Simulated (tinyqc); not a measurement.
Inside a calculation. Method: Hueckel theory of the pi electrons, for the molecule OC1=CC2=CC=CC2=C1 (SMILES; centres numbered as the heavy atoms are written). One step of it, computed by the program tinyqc.

Question. Orbitals. Diagonalise; E = alpha + x beta with beta < 0, so the largest x are filled first; degenerate levels share their electrons. P = sum n_i c_ri c_si; each orbital has its largest coefficient positive (the first on a tie).

Hueckel matrix in units of beta (H = alpha + beta A), lower triangle:
```
          1O        2C        3C        4C        5C        6C        7C        8C
1O  2.000000
2C  0.800000  0.000000
3C  0.000000  1.000000  0.000000
4C  0.000000  0.000000  1.000000  0.000000
5C  0.000000  0.000000  0.000000  1.000000  0.000000
6C  0.000000  0.000000  0.000000  0.000000  1.000000  0.000000
7C  0.000000  0.000000  0.000000  0.000000  0.000000  1.000000  0.000000
8C  0.000000  0.000000  0.000000  1.000000  0.000000  0.000000  1.000000  0.000000
9C  0.000000  1.000000  0.000000  0.000000  0.000000  0.000000  0.000000  1.000000

          9C
9C  0.000000
```

pi electrons, sum of z_r less the charge = 10

Give: x values; occupations; coefficients; charge and bond-order matrix P.

Answer.

x values: 2.535  2.148  1.256  1.000  0.365  0.000  -1.459  -1.845  -2.000

occupations: 2.000  2.000  2.000  2.000  2.000  0.000  0.000  0.000  0.000

coefficients:
```
      MO1     MO2     MO3     MO4     MO5     MO6     MO7     MO8
1O  0.637   0.618   0.360   0.000  -0.247   0.000   0.110  -0.096
2C  0.426   0.114  -0.335   0.000   0.505   0.000  -0.475   0.461
3C  0.285  -0.125  -0.354   0.408   0.191   0.500   0.303  -0.387
4C  0.296  -0.382  -0.110   0.408  -0.435   0.000   0.034   0.253
5C  0.170  -0.314   0.326   0.408   0.085  -0.500  -0.386  -0.332
6C  0.134  -0.292   0.520   0.000   0.466   0.000   0.529   0.360
7C  0.170  -0.314   0.326  -0.408   0.085   0.500  -0.386  -0.332
8C  0.296  -0.382  -0.110  -0.408  -0.435   0.000   0.034   0.253
9C  0.285  -0.125  -0.354  -0.408   0.191  -0.500   0.303  -0.387

       MO9
1O   0.000
2C   0.000
3C  -0.289
4C   0.577
5C  -0.289
6C   0.000
7C   0.289
8C  -0.577
9C   0.289
```

charge and bond-order matrix P, lower triangle:
```
        1O      2C      3C      4C      5C      6C     7C     8C
1O   1.957
2C   0.193   1.123
3C  -0.141   0.644   0.851
4C   0.041  -0.201   0.509   1.203
5C   0.021  -0.060   0.309   0.527   0.815
6C  -0.047   0.170  -0.041  -0.218   0.647   1.181
7C   0.021  -0.060  -0.357  -0.139   0.148   0.647  0.815
8C   0.041  -0.201  -0.158   0.537  -0.139  -0.218  0.527  1.203
9C  -0.141   0.644   0.184  -0.158  -0.357  -0.041  0.309  0.509

       9C
9C  0.851
```
